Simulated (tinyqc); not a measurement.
Minority carriers and saturation current of a heavily doped emitter: two steps of the calculation.

n-type, parabolic bands, full ionisation. eta = (EF - Ec)/kB T solves N = Nc F12(eta), F12(x) = (2/sqrt(pi)) int_0^infinity sqrt(u)/(1 + exp(u - x)) du. The gap shrinks rigidly by dEg = a3 y^(1/3) + a4 y^(1/4) + a2 y^(1/2), y = N/1e18 cm^-3, an empirical law that is here taken as the true narrowing.

Parameters, values chosen for the exercise; band and dielectric values close to those of silicon: temperature T = 300 K; band gap Eg = 1.12 eV; conduction-band density of states at 300 K Nc = 2.76e19 cm^-3; valence-band density of states at 300 K Nv = 2.63e19 cm^-3; ionised donor density N = 1.1e19 cm^-3; coefficient of (N/1e18)^(1/3) a3 = 15.9 meV; coefficient of (N/1e18)^(1/4) a4 = 6 meV; coefficient of (N/1e18)^(1/2) a2 = 1.4 meV; minority-hole mobility mup = 140 cm^2/(V s); Auger coefficient Cn = 1.7e-31 cm^6/s; defect lifetime ts = 0.33 us; emitter width W = 1100 nm; recombination velocity at the contact S = 2700 cm/s.

Constants: q = 1.602176634e-19 C, kB = 1.380649e-23 J/K, Vt = kB T/q. Results are converted to the units shown.

Question 1. Effective intrinsic density. ni = sqrt(Nc Nv) exp(-Eg/(2 Vt)), Eg in volts; degeneracy factor g = F12(eta) exp(-eta); nie^2 = ni^2 exp(dEg/kB T) g, p0 = nie^2/N; apparent narrowing dEg + kB T ln g.

converged eta = -0.77978854

Wanted: ni; dEg; g; apparent narrowing; nie; p0.

Answer 1.

ni = 1.054e10 cm^-3
dEg = 50.93 meV
g = 0.8692
apparent narrowing = 47.31 meV
nie = 2.632e10 cm^-3
p0 = 62.96 cm^-3

Narrowing multiplies p0 by 7.17 and degeneracy by 0.869.

Question 2. Saturation current. 1/tau = Cn N^2 + 1/ts, D = mup Vt, L = sqrt(D tau); J0 = (q p0 D/L)(s + tanh(W/L))/(1 + s tanh(W/L)), s = S L/D; the share recombining inside is 1 - 1/[cosh(W/L)(1 + tanh(W/L)/s)].

p0 = 62.958387 cm^-3

Wanted: tau; L; s; J0; share recombining inside.

Answer 2.

tau = 42.37 ns
L = 3916 nm
s = 0.2921
J0 = 48.85 fA/cm^2
share recombining inside = 50.35 %

Bulk and contact share the loss.

Range of the model: Band tails, non-parabolic bands and incomplete ionisation are left out.

Numbers from tinyqc (`OMP_NUM_THREADS=1 python tinyqc.py 2330015 2330016 out.jsonl`; about 0.01 s on one thread of a shared Intel Xeon 2.30GHz).
